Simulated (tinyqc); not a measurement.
Finite-difference solution of the diffusion equation on a small grid. Changing the time step dt. Computed by tinyqc, a small Python program. Command: `OMP_NUM_THREADS=1 python tinyqc.py 3016711 3016712 out.jsonl fdiff sweep`. One thread of a shared host (Intel(R) Xeon(R) Processor @ 2.30GHz), about 0.02 s of CPU time with the checks.

dC/dt = D d2C/dx2 on nodes x_j = j dx, j = 0..11; the far end is sealed.

Inputs (values chosen for the exercise):
```
quantity         value    unit
diffusivity D     0.44  nm^2/s
grid spacing dx     25      nm
final time t_f   64000       s
loss velocity h  0.011    nm/s
```

Boundary at x = 0: surface loss. Scheme: Crank-Nicolson.

start values C_j, j = 0, 1, ... (% of a reference): 34.6  78.2  100  72  17.5  0.823  0  0  0  0  0  0

Method:
- The operator M acts as (M C)_j = C_(j-1) - 2 C_j + C_(j+1); at the sealed far end a mirror node gives 2 C_(N-2) - 2 C_(N-1); at j = 0, the outward flux h C_0 gives 2 C_1 - (2 + 2 h dx/D) C_0.
- r = D dt/dx^2.
- With r = D dt/dx^2: (1 - theta r M) C(new) = (1 + (1 - theta) r M) C(old); theta = 0 explicit, 1 implicit, 1/2 Crank-Nicolson.
- The run takes n = round(t_f/dt) steps of length t_f/n.
- The dose is the trapezoidal sum of C dx; the error is the largest difference from exp(M D t/dx^2) C(0), the exact time evolution on the same grid.

One run for each value:
```
time step dt (s)  largest error at t_f (%)  mesh ratio r  final C_6 (%)  final dose (% nm)
250                              2.525e-05         0.176          7.856               1897
500                              1.010e-04         0.352          7.856               1897
1000                             4.036e-04         0.704          7.856               1897
2000                             1.609e-03         1.408          7.856               1897
4000                             3.628e-02         2.816          7.852               1896
8000                             2.819e+00         5.632          8.160               1881
16000                            1.141e+01        11.264          9.794               1855
32000                            3.034e+01        22.528         -1.073               2370
```

Describe and explain the trends.

Over the rows, largest error at t_f (%) rises from 2.53e-5 to 30.3 (exponent d ln y / d ln x 2.0 between the first rows and 1.4 between the last). At the low end the exponent of largest error at t_f is 2.00, close to 2: second order in the step.

Extremes, crossings and ranges named in words are read from the listed rows.
